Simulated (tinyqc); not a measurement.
# Donor binding, ionisation and the Mott limit: Freeze-out

Hydrogenic donor: Ry = (m0 q^3/(8 eps0^2 h^2)) me/eps_r^2 in eV, E0 = cc Ry, radius a = q/(8 pi eps0 eps_r E0), Mott density Nm = (0.26/a)^3. Below Nm the level sinks as Ed = E0 [1 - (N/Nm)^(1/3)]. Neutrality: Nc F12(eta) = N/(1 + 2 exp(eta + Ed/kB T)), F12(x) = (2/sqrt(pi)) int_0^infinity sqrt(u)/(1 + exp(u - x)) du.

Nc is given at 200 K and scales as T^1.5.

Inputs (values chosen for the exercise); band and dielectric values close to those of 4H silicon carbide:
- eps_r = 9.88 (relative permittivity)
- me = 0.366 m0 (mass in the hydrogenic formula, set independently of Nc)
- Nc = 9.25e18 cm^-3 (conduction-band density of states at 200 K)
- cc = 1.8 (ratio of the true binding energy to the hydrogenic one)
- N = 6.3e18 cm^-3 (donor density)

Constants: q = 1.602176634e-19 C, kB = 1.380649e-23 J/K, eps0 = 8.8541878128e-12 F/m, h = 6.62607015e-34 J s, m0 = 9.1093837015e-31 kg, Vt = kB T/q. Results are converted to the units shown.

Result of one run:
```
T (K)      eta  n (cm^-3)  ionised (%)  ln(n/T^0.75)
300    -1.8489  2.5376e18       40.280        38.100
```

What becomes of these results when the temperature T is changed from 300 to 150 K, all else the same?

Result of the changed run:
```
T (K)      eta  n (cm^-3)  ionised (%)  ln(n/T^0.75)
150    -1.9193  8.3909e17       13.319        37.513
```

The whole series:
```
T (K)      eta  n (cm^-3)  ionised (%)  ln(n/T^0.75)
30     -6.8635  5.6148e14    0.0089124        31.411
45     -4.5841  1.0046e16      0.15946        33.991
60     -3.5079  4.5061e16      0.71526        35.276
80     -2.7575  1.4525e17       2.3056        36.231
110    -2.2172  3.9597e17       6.2853        36.995
150    -1.9193  8.3909e17       13.319        37.513
220    -1.7938  1.6791e18       26.652        37.920
300    -1.8489  2.5376e18       40.280        38.100
400    -2.0011  3.3792e18       53.638        38.171
```

The ionised share rises from 0.00891 to 53.6 %. Between the first two rows ln(n/T^0.75) has the slope -20.0 meV against q/kB T; deep freeze-out without compensation gives -Ed/2 = -20.0 meV.

Range of the model: A sharp level with degeneracy 2 overstates freeze-out near Nm, where the impurity band broadens and merges with the conduction band.

Numbers from tinyqc (`OMP_NUM_THREADS=1 python tinyqc.py 2330076 2330077 out.jsonl`; about 0.01 s on one thread of a shared Intel Xeon 2.30GHz).
